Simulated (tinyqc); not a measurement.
# Gate work function from the charge

Problem. For an undoped double gate, Q = 8 eps0 eps_r Vt beta tan(beta)/ts with 0 < beta < pi/2, and at the source (Vg - dphi)/(2 Vt) - ln[(2/ts) sqrt(2 eps0 eps_r Vt/(q ni))] = ln(beta) - ln(cos beta) + 2 r beta tan(beta), r = eps_r tox/(eox ts). Find beta and dphi.

Values chosen for this exercise; material values those of a made-up semiconductor:
- T = 300 K (temperature)
- eps_r = 13.9 (relative permittivity of the semiconductor)
- eox = 9.04 (relative permittivity of the gate insulator)
- tox = 4.4 nm (insulator thickness)
- ts = 8 nm (body thickness)
- Vg = 0.93 V (gate voltage)

Constants: q = 1.602176634e-19 C, kB = 1.380649e-23 J/K, Vt = kB T/q, eps0 = 8.8541878128e-14 F/cm where lengths are in cm. Results are converted to the units shown.

Qs = 2147.5340 nC/cm^2
ni = 2.1866047e11 cm^-3

Answer. beta tan(beta) rises from 0 without bound on the interval, so the charge fixes beta; the second relation is then explicit in dphi. At this charge the surface density passes 0.3 Nc, so the classical Boltzmann model is only formal.

beta = 1.370
dphi = -0.1800 V

Numbers from tinyqc (`OMP_NUM_THREADS=1 python tinyqc.py 2440033 2440034 out.jsonl`; about 0.01 s on one thread of a shared Intel Xeon 2.30GHz).
